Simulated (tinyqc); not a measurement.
From xi back to coupling J: classical Heisenberg spin chain: exact results, Metropolis, heat-bath and over-relaxation steps, and a Monte Carlo run. Computed by tinyqc, a small Python program. Command: `OMP_NUM_THREADS=1 python tinyqc.py 3130051 3130052 out.jsonl heismc inv`. One thread of a shared host (Intel(R) Xeon(R) Processor @ 2.30GHz), about 0.01 s of CPU time with the checks.

E = -J sum_i s_i . s_(i+1) for unit vectors s_i on an open chain; K = J/(k_B T).

Inputs (values chosen for the exercise, for a model chain of large moments): temperature T = 77.3 K; moment mu = 5.5 mu_B.

Constants: k_B = 8.617333262e-05 eV/K; mu_B = 5.7883818060e-05 eV/T.

Method. Each bond angle is independent, so u = <s_i . s_(i+1)> = coth K - 1/K, <s_i . s_(i+n)> = u^n, correlation length xi = -1/ln|u|, energy per bond -J u, heat capacity per bond c/k_B = 1 - K^2/sinh^2 K, and for the long chain chi = mu^2 (1 + u)/(3 k_B T (1 - u)) per spin.

Task: A run gave the result below. Find the coupling J, known to lie between 18 and 39 meV.

xi = 2.734683 sites

Result:

Each step takes the trial c = (a f_b - b f_a)/(f_b - f_a), f being the result less the target and a, b, c the logarithms of the listed values; c replaces end b, the old b replaces a if the sign of f changed, and otherwise f_a is halved.

Scan of the range:
```
coupling J (meV)  xi (sites)
18.0                 2.23263
20.5                 2.58621
23.3                 2.99265
26.5                 3.46537
30.1                 4.00277
34.3                 4.63304
39.0                 5.33977
```

False position (Illinois rule, in the logarithm of the input) inside the bracket:
```
step    end a    end b    trial  xi (sites)
1     20.5000  23.3000  21.4815     2.72767
2     23.3000  21.4815  21.5278     2.73436
3     23.3000  21.5278  21.5320     2.73497
4     21.5278  21.5320  21.5300     2.73468
5     21.5320  21.5300  21.5300     2.73468
```

xi rises at every point of a 13-point scan of the range (every second point is shown), so one value fits; it is bracketed by 20.5 and 23.3. Answer: coupling J = 21.53 meV.
